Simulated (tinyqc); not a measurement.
## Ground and coupling capacitance from two measurements

Question. A line has Cg to the planes and Cc to each of two neighbours. Find Cg, Cc, the load when both neighbours switch in antiphase, and the pulse on the line when it floats and both neighbours swing by Vx.

Parameters, values chosen for the exercise:
- Vx = 0.7 V (swing)

capacitance with neighbours driven alike and with neighbours grounded (aF/um): 94  222

Answer. Driven alike, Cc carries no charge, which leaves Cg; grounded neighbours give Cg + 2 Cc, antiphase Cg + 4 Cc; a floating line divides the swing as 2 Cc/(Cg + 2 Cc).

Cg = 94.0 aF/um
Cc = 64.0 aF/um
load in antiphase = 350 aF/um
pulse = 0.404 V

tinyqc, about 0.7 s, one thread, Intel Xeon 2.30GHz (shared host): `OMP_NUM_THREADS=1 python tinyqc.py 2790113 2790114 out.jsonl`
